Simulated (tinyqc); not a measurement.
BCS gap equation with a constant attraction inside the Debye window: one step, computed by the program tinyqc.

Pairs attract with strength V for |xi| < k_B Theta; N(0) is the density of states for one spin. Energies are given as temperatures (E/k_B, in K) unless marked.

Problem. Lengths and fields. xi_0 = hbar v_F/(pi Delta_0); lambda_L = sqrt(m_0 eps_0 c^2/(n e^2)); N(0) = 3 n/(2 m_0 v_F^2) for one spin; condensation energy N(0) Delta_0^2/2 = B_c^2/(2 mu_0), mu_0 = 1/(eps_0 c^2); with scattering lambda = lambda_L sqrt(1 + xi_0/l) in the local limit (where xi_0 and l both exceed lambda, nonlocal response makes the true depth larger); Ginzburg-Landau kappa = 0.96 lambda_L/xi_0 + 0.72 lambda_L/l. Free-electron mass throughout; heavier carriers, as in niobium or vanadium, give a larger lambda_L and kappa and can make the metal type II.

Inputs (values chosen for the exercise, modelled on niobium):

| quantity | value | unit |
|---|---|---|
| Debye temperature Theta | 278 | K |
| Fermi velocity v_F | 320000 | m/s |
| electron density n | 5.57 | 1e28/m^3 |
| mean free path l | 220 | nm |

Solver: secant.

Delta_0 = 16.65804 K

Constants: hbar = 1.054571817e-34 J s; k_B = 1.380649e-23 J/K; m_0 = 9.1093837015e-31 kg; eps_0 = 8.8541878128e-12 F/m; c = 299792458 m/s; e = 1.602176634e-19 C.

Give: coherence length xi_0; London depth lambda_L; critical field B_c(0); depth with scattering; Ginzburg-Landau kappa.

Solution.

coherence length xi_0 = 46.71 nm

London depth lambda_L = 22.52 nm

critical field B_c(0) = 244.0 mT

depth with scattering = 24.79 nm

Ginzburg-Landau kappa = 0.5365

Kappa lies below 1/sqrt(2): type I, and l is comparable with xi_0, between the clean and dirty limits.
